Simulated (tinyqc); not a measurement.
# Free and trapped electrons in a MOS channel with a dense trap tail: effects of single changes

p-type body, charge-sheet picture, full ionisation (an idealisation for deep acceptors), Boltzmann statistics for free electrons. e = Ec - EF at the surface. Acceptor-like traps of density D(E) = D0 + De exp(-E/Ew) at depth E below Ec, from 0 to Eu, hold n_t = integral of D(E)/(1 + exp((e - E)/Vt)). psi = Eg - Vt ln(Nv/Na) - e; N_dep = sqrt(2 eps0 eps_r Na (psi - Vt)/q); n_f = sqrt(N_dep^2 + 2 eps0 eps_r Vt Nc exp(-e/Vt)/q) - N_dep; Vg = Vfb + psi + q (N_dep + n_t + n_f)/Cox, Cox = eps0 eox/tox.

Inputs (values chosen for the exercise); band and dielectric values close to those of silicon: temperature T = 300 K; band gap Eg = 1.13 eV; relative permittivity eps_r = 11.8; conduction-band density of states at T Nc = 2.82e19 cm^-3; valence-band density of states at T Nv = 2.6e19 cm^-3; relative permittivity of the insulator eox = 3.9; insulator thickness tox = 63 nm; acceptor density Na = 3e15 cm^-3; flat-band voltage without trapped charge Vfb = -0.86 V; constant background density of acceptor-like traps D0 = 1.5e11 cm^-2 eV^-1; density of the tail at the conduction edge De = 7.9e12 cm^-2 eV^-1; decay energy of the tail Ew = 0.08 eV; depth below Ec down to which the traps reach Eu = 0.62 eV; mobility of free electrons mf = 230 cm^2/(V s).

Constants: q = 1.602176634e-19 C, kB = 1.380649e-23 J/K, Vt = kB T/q, eps0 = 8.8541878128e-14 F/cm where lengths are in cm. Results are converted to the units shown.

Each table varies one quantity; the others keep the values above.

## Free and trapped charge against gate voltage

Free share n_f/(n_f + n_t); swing ln 10 n_f/(dn_f/dVg); field-effect mobility mf q (dn_f/dVg)/Cox, for a constant mf; oxide field q (N_dep + n_t + n_f)/(eps0 eox).

Free and trapped charge against gate voltage:
```
Vg (V)	e (eV)	n_f (cm^-2)	n_t (cm^-2)	free share (%)	swing (mV/decade)	field-effect mobility (cm^2/(V s))	oxide field (MV/cm)
0	0.4712	4.621e5	2.415e10	0.001914	121.3	0.005899	0.06914
1.2	0.1443	8.492e10	1.943e11	30.41	1021	128.8	0.2077
2.4	0.09342	3.611e11	3.055e11	54.17	3285	170.2	0.3901
3.6	0.06737	6.792e11	3.860e11	63.76	5687	184.9	0.5765
4.8	0.04949	1.018e12	4.495e11	69.37	8107	194.4	0.7641
5.9	0.03686	1.342e12	4.964e11	73.00	1.033e4	201.1	0.9367
7.1	0.02561	1.706e12	5.377e11	76.04	1.277e4	206.8	1.125
8.3	0.01618	2.080e12	5.706e11	78.47	1.523e4	211.4	1.314
9.5	0.008079	2.460e12	5.968e11	80.48	1.771e4	215.0	1.504
```

What does the comparison show?

n_f reaches 1e11 cm^-2 at Vg = 1.28 V, against 0.683 V without traps. The free share rises from 0.00191 to 80.5 % and the field-effect mobility rises from 0.00590 to 215 cm^2/(V s), although mf = 230 is constant: in the last row 93.5 % of Cox dVg goes into free electrons. The swing in the first row is 121 mV a decade (Vt ln 10 = 59.5). For Vg = 4.8, 5.9, 7.1, 8.3, 9.5 EF lies less than 2 Vt below the band edge, or above it, where degeneracy and confinement, left out, matter.

## Effect of the density of the tail at the conduction edge

VT is the Vg for n_f = 1e11 cm^-2; swing ln 10 n_f/(dn_f/dVg) at n_f = 1e8 cm^-2; the last three columns are for Vg = VT + 5 V, with free share n_f/(n_f + n_t) and field-effect mobility mf q (dn_f/dVg)/Cox; there EF is near the band edge, where Boltzmann statistics are rough.

Effect of the density of the tail at the conduction edge:
```
De (cm^-2 eV^-1)	e at VT (eV)	VT (V)	q n_t/Cox at VT (V)	swing (mV/decade)	n_f (cm^-2)	free share (%)	field-effect mobility (cm^2/(V s))
1e12	0.1391	0.9424	0.2593	115.9	1.703e12	92.16	223.8
2e12	0.1391	0.9909	0.3078	119.4	1.664e12	89.24	220.9
5e12	0.1391	1.136	0.4533	130.0	1.554e12	81.09	212.0
1e13	0.1391	1.379	0.6959	147.6	1.389e12	69.39	196.4
2e13	0.1391	1.864	1.181	182.8	1.123e12	51.72	165.3
4e13	0.1391	2.834	2.151	253.2	7.852e11	31.27	115.7
9e13	0.1391	5.259	4.576	429.2	4.412e11	13.16	57.25
2e14	0.1391	10.59	9.912	816.5	2.496e11	4.812	23.79
```

What does the comparison show?

As De goes from 1e12 to 2e14, VT rises from 0.942 to 10.6 V, its part due to traps rises from 0.259 to 9.91 V, the swing rises from 116 to 817 mV/decade and the field-effect mobility falls from 224 to 23.8 cm^2/(V s).

Numbers from tinyqc (`OMP_NUM_THREADS=1 python tinyqc.py 2222012 2222013 out.jsonl`; about 0.02 s on one thread of a shared Intel Xeon 2.30GHz).
